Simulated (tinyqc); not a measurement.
Abrupt p-n junction, non-linear Poisson equation by Newton steps: one step of the calculation.

One dimension, p side on the left, n side on the right; net doping C = -Na for x < 0 and +Nd for x > 0. The potential psi is counted from the intrinsic level, and the quasi-Fermi potentials are flat: 0 for holes and -V for electrons, so n = ni exp((psi + V)/Vt) and p = ni exp(-psi/Vt) (Boltzmann statistics, full ionisation, no current). Under reverse bias this makes the minority densities vanishingly small everywhere; they play no part in the charge.

Question. Newton step. Solve the tridiagonal system a_(i-1) d_(i-1) + b_i d_i + a_i d_(i+1) = -F_i for nodes 1 to 11, with d = 0 on fixed nodes. Half of the step is added while the largest |d| exceeds 1.5 Vt, the full step after that.

Inputs (values chosen for the exercise):
```
symbol  value  unit      meaning
T         350     K  temperature
```

Constants: q = 1.602176634e-19 C, kB = 1.380649e-23 J/K, Vt = kB T/q. Results are converted to the units shown.

coupling a_i, interval 0 to 11 (F/cm^2): 1.0372049e-8  1.6852071e-8  2.7397864e-8  4.4679594e-8  7.2604340e-8  6.4537191e-8  5.8083472e-8  5.1250122e-8  4.6097994e-8  4.0903854e-8  3.5853995e-8  3.3509695e-8

```
node	diagonal b (F/cm^2)	residual F (C/cm^2)
1	-8.8186346e-8	-3.0230106e-8
2	-4.4249935e-8	-1.9732808e-8
3	-7.2077458e-8	-1.2123270e-8
4	-1.1728393e-7	-7.4441132e-9
5	-1.3714153e-7	8.4775171e-9
6	-1.2262066e-7	9.4748721e-9
7	-1.0933359e-7	1.0638453e-8
8	-9.7348116e-8	1.1935014e-8
9	-9.2469129e-8	1.3199660e-8
10	-0.021708943	-6.5473873e-4
11	-0.57112552	-0.017225508
```

psi after iteration 1, node 0 to 12 (V): -1.3922086  -1.2850782  0.6838151  2.6150874  4.0706961  5.0689852  6.0607018  6.9994840  7.8558582  8.5490394  9.0035127  9.0991760  8.7025025

Find: Newton step d, before damping; psi after iteration 2.

Answer.

Newton step d, before damping, node 1 to 11 (V): -0.557  -1.121  -0.747  -0.247  0.164  0.494  0.698  0.722  0.489  -0.030  -0.030
psi after iteration 2, node 0 to 12 (V): -1.392  -1.564  0.124  2.242  3.947  5.151  6.308  7.349  8.217  8.794  8.988  9.084  8.703

Computed by the program tinyqc: `OMP_NUM_THREADS=1 python tinyqc.py 2000157 2000158 out.jsonl`, one thread of a shared Intel Xeon 2.30GHz, about 0.02 s for the whole run.
